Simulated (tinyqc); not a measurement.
Comparisons within one model: temperature and isotope dependence of a band gap in oscillator models. A value that a table varies takes the place of the one given here.

E(T) = E0 - sum_i sl_i th_i n_i(T), n = 1/(exp(th/T) - 1). The same coupling lowers the gap at 0 K by the zero-point term ZP = sum_i sl_i th_i/2, so the gap of the static lattice is E0 + ZP. Thermal expansion is taken as part of the slopes.

Two-parameter forms are made to pass through the falls at the two temperatures T12: Varshni aV T^2/(T + bV), from the line T^2/fall = (T + bV)/aV; one oscillator s1 t1/(exp(t1/T) - 1), with t1 from the ratio of the falls.

Constants: kB = 8.617333262e-05 eV/K; hbar^2/2m0 = 3.80998211 eV angstrom^2.

Parameters, chosen for this exercise (near those of InAs; shifted at random, so the results belong to these values and not to a real crystal): E0 = 0.413 eV (gap at 0 K); th = (65, 214) K (temperatures of two oscillators); sl = (0.1163, 0.1607) meV/K (their high-temperature slopes); T12 = (120, 300) K (temperatures of the fits); mm = 0.09 m0 (geometric mean of the density-of-states masses); T = 50 K (temperature).

## How far the fits carry

Falls of the gap from E0, and errors of the two fits against the model.

Results:

| T (K) | fall (meV) | Varshni - model (meV) | one oscillator - model (meV) | fall/ZP |
|---|---|---|---|---|
| 20 | 0.31 | 0.49 | -0.27 | 0.015 |
| 50 | 3.31 | 0.85 | -0.74 | 0.158 |
| 100 | 12.84 | 0.30 | -0.16 | 0.612 |
| 200 | 37.64 | -0.61 | 0.19 | 1.795 |
| 300 | 64.29 | 0.00 | 0.00 | 3.065 |
| 400 | 91.45 | 1.59 | -0.36 | 4.360 |
| 600 | 146.31 | 6.30 | -1.27 | 6.976 |
| 800 | 201.44 | 12.02 | -2.27 | 9.604 |

Below the first fit point the largest errors are +0.85 meV (Varshni, 50 K, on a fall of 3.31 meV) and -0.74 meV (one oscillator, 50 K); a T^2 law cannot freeze out; a single oscillator misses the soft modes. At 800 K, beyond the second fit point, they are +12.0 and -2.3 meV, so the oscillator extrapolates better here. The thermal fall equals ZP between 100 and 200 K.

## What the shift does to the intrinsic density

ni = 2 (mm kT/(4 pi c))^(3/2) exp(-E/2kT), c = hbar^2/2m0, with E(T) and with E0; 1 angstrom^-3 = 1e24 cm^-3. Apparent gap from an Arrhenius plot of ni/T^(3/2): E(T) - T dE/dT, dE/dT = -sum sl_i (th_i/T)^2 n_i (1 + n_i).

Results:

| T (K) | E(T) (eV) | ni (cm^-3) | ni with E(T) / ni with E0 | apparent gap (eV) |
|---|---|---|---|---|
| 200 | 0.3754 | 6.88e+12 | 2.980 | 0.4277 |
| 250 | 0.3621 | 1.15e+14 | 3.256 | 0.4289 |
| 300 | 0.3487 | 7.98e+14 | 3.467 | 0.4297 |
| 350 | 0.3352 | 3.30e+15 | 3.634 | 0.4303 |
| 400 | 0.3215 | 9.83e+15 | 3.768 | 0.4307 |
| 500 | 0.2942 | 4.80e+16 | 3.971 | 0.4314 |
| 700 | 0.2391 | 3.33e+17 | 4.225 | 0.4321 |

Using E0 in place of E(T) understates ni by a factor that rises from 2.98 to 4.23, towards exp(sum sl/2kB) = 5.0. The slope of an Arrhenius plot returns neither E(T) nor E0 but the intercept of the tangent, 0.4297 eV at 300 K, which lies 17 meV above E0 and tends to the static gap 0.4340 eV.

## What each parameter does

Gap at T, slope -sum sl_i (th_i/T)^2 n_i (1 + n_i) and ZP. Each row changes one parameter from the base and keeps the others.

Results:

| case | E(T) (eV) | dE/dT (meV/K) | ZP (meV) |
|---|---|---|---|
| base | 0.4097 | -0.1431 | 20.97 |
| T = 90 K | 0.4023 | -0.2138 | 20.97 |
| E0 = 0.423 eV | 0.4197 | -0.1431 | 20.97 |
| th = (65, 256) K | 0.4099 | -0.1267 | 24.35 |
| sl = (0.1512, 0.1607) meV/K | 0.4088 | -0.1735 | 22.11 |

The largest shifts from the base row, up to three for each result and ties (the steps differ in size, so this ranks the rows, not the parameters). E(T) (eV): E0 +0.0100, T -0.0073, sl -0.0008. dE/dT (meV/K): T -0.0706, sl -0.0304, th +0.0164; unchanged at the printed digits by E0. ZP (meV): th +3.37, sl +1.13; unchanged at the printed digits by T and E0.

Computed by tinyqc, a small Python program: `OMP_NUM_THREADS=1 python tinyqc.py 1880270 1880271 out.jsonl` (the numbers bound the seed that draws the inputs); one thread of a shared host (Intel(R) Xeon(R) Processor @ 2.30GHz), about 0.01 s for the whole set of steps.
